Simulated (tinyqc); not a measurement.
bcc against fcc: Finnis-Sinclair potential for a bcc metal: fit to cohesion and elasticity, then vacancy, surfaces and structure. Computed by tinyqc, a small Python program. Command: `OMP_NUM_THREADS=1 python tinyqc.py 3111639 3111640 out.jsonl fsfit walk`. One thread of a shared host (Intel(R) Xeon(R) Processor @ 2.30GHz), about 0.01 s of CPU time with the checks.

E = (1/2) sum V(r) - A sqrt(rho), rho = sum phi(r), phi = (r - d)^2 for r < d, V = (r - c)^2 (c0 + c1 r + c2 r^2) for r < c. In bcc the 8 first neighbours lie at sqrt(3) a/2 and the 6 second at a; both cut-offs lie below the third shell; Omega = a^3/2; E is per atom and z the number of atoms in a shell. The four constants A, c0, c1, c2 are fitted to E_c, zero pressure, B and C12 - C44 alone, so C44 and C11 - C12 are not matched singly; defects are unrelaxed.

Inputs (values chosen for the exercise, modelled on vanadium):
```
quantity             value      unit
lattice constant a    3.04  angstrom
cohesive energy E_c   5.26        eV
target C11             222       GPa
target C12             117       GPa
target C44            43.2       GPa
density cut-off d/a  1.237         -
pair cut-off c/a     1.243         -
```

Constants: 1 eV/angstrom^3 = 160.2176634 GPa.

Method:
- rho = sum z phi, rho1 = sum z r phi', rho2 = sum z r^2 phi''. At zero pressure the effective pair part V + 2 F' phi obeys C12 = C44, so C12 - C44 = F'' (rho1/3)^2/Omega with F'' = A/(4 rho^(3/2)); this gives A.
- With v_k = (r - c)^2 r^k the rows are (1/2) sum z v_k, (1/2) sum z r v_k' and (1/2) sum z r^2 v_k''. With rho1 = sum z r phi' and rho2 = sum z r^2 phi'' the right-hand sides are: -E_c + A sqrt(rho) (cohesion); A rho1/(2 sqrt(rho)) (zero pressure); 9 B Omega + A [rho2/(2 sqrt(rho)) - rho1^2/(4 rho^(3/2))] with B = (C11 + 2 C12)/3.
- Solve the three equations.
- E of each lattice against the volume per atom, as a multiple of Omega; all neighbours inside the cut-offs are summed.

c0, c1, c2 (eV/angstrom^2, eV/angstrom^3, eV/angstrom^4): 0.724302  0.214120  -0.130422

A = 2.07261 eV/angstrom

Energies (eV/atom):
```
V/Omega      bcc      fcc  fcc less bcc (meV)
0.80     -4.9347  -4.8283              106.38
0.84     -5.0602  -4.9315              128.73
0.88     -5.1521  -5.0129              139.16
0.92     -5.2139  -5.0778              136.08
0.96     -5.2489  -5.1303              118.59
1.00     -5.2600  -5.1649               95.06
1.05     -5.2441  -5.1799               64.17
1.10     -5.1993  -5.1669               32.44
1.20     -5.0386  -5.0690              -30.45
```

The lowest fcc row, at V/Omega = 1.05, lies +80 meV from the bcc minimum: the fit keeps bcc stable, though nothing in it asked for that.

Extremes, crossings and ranges named in words are read from the listed rows.
